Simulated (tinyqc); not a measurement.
From 1S(3/2) binding energy back to Luttinger gamma_1: shallow acceptor in the spherical model (Baldereschi-Lipari), strong spin-orbit limit. Computed by tinyqc, a small Python program. Command: `OMP_NUM_THREADS=1 python tinyqc.py 3006315 3006316 out.jsonl acceptor inv`. One thread of a shared host (Intel(R) Xeon(R) Processor @ 2.30GHz), about 0.05 s of CPU time with the checks.

The 1S(3/2) state has an s envelope f(r) and a d envelope g(r). In effective units they obey -(f'' + 2f'/r + 2f/r) + mu (g'' + 5g'/r + 3g/r^2) = E f and -(g'' + 2g'/r - 6g/r^2 + 2g/r) + mu (f'' - f'/r) = E g. The cubic term, the split-off band and the central cell are left out.

Inputs (values chosen for the exercise, for a model semiconductor): Luttinger gamma_2 = 1.15; Luttinger gamma_3 = 2.07; dielectric constant eps = 11.7.

Constants: Ry = 13.605693123 eV; a_0 = 0.529177210903 angstrom.

Method:
- Ry* = Ry/(gamma_1 eps^2), a* = a_0 eps gamma_1, mu = (6 gamma_3 + 4 gamma_2)/(5 gamma_1), delta = (gamma_3 - gamma_2)/gamma_1; spherical masses 1/(gamma_1 (1 - mu)) (heavy) and 1/(gamma_1 (1 + mu)) (light).
- Basis: f_i = exp(-zeta_i r), g_i = r exp(-zeta_i r), weight r^2 dr, s = zeta_i + zeta_j. S_ff = 2/s^3, H_ff = zeta_i zeta_j S_ff - 2/s^2; S_gg = 24/s^5, H_gg = 8/s^3 + 24 zeta_i zeta_j/s^5 - 12/s^4; H(f_i, g_j) = mu (6 zeta_i^2/s^4 + 2 zeta_i/s^3); S_fg = 0. Each function is normalised by sqrt(S_ii).
- Large basis: zeta_i = 0.08 x 1.55^(i-1), i = 1..20 in each channel; overlap eigenvalues below 1e-11 are dropped.
- Binding energies are -E Ry*; the mass that fits is E(1S) eps^2/Ry.

Task: A run gave the result below. Find the Luttinger gamma_1, known to lie between 4.4 and 7.9.

1S(3/2) binding energy = 32.74585 meV

Result:

Each step takes the trial c = (a f_b - b f_a)/(f_b - f_a), f being the result less the target and a, b, c the logarithms of the listed values; c replaces end b, the old b replaces a if the sign of f changed, and otherwise f_a is halved.

Scan of the range:
```
Luttinger gamma_1  1S(3/2) binding energy (meV)
4.40                                    52.5523
4.85                                    38.2377
5.35                                    29.8670
5.90                                    24.3645
6.50                                    20.4643
7.17                                    17.4760
7.90                                    15.1526
```

False position (Illinois rule, in the logarithm of the input) inside the bracket:
```
step    end a    end b    trial  1S(3/2) binding energy (meV)
1     4.85000  5.35000  5.17248                       32.3234
2     4.85000  5.17248  5.12827                       33.0093
3     5.17248  5.12827  5.14521                       32.7426
4     5.12827  5.14521  5.14500                       32.7458
5     5.12827  5.14500  5.14500                       32.7459
6     5.14500  5.14500  5.14500                       32.7458
```

1S(3/2) binding energy falls at every point of a 13-point scan of the range (every second point is shown), so one value fits; it is bracketed by 4.85 and 5.35. Answer: Luttinger gamma_1 = 5.145.

Caution: gamma_3 and gamma_2 differ by more than 0.17 gamma_1: band warping, left out here, adds several per cent to the binding.
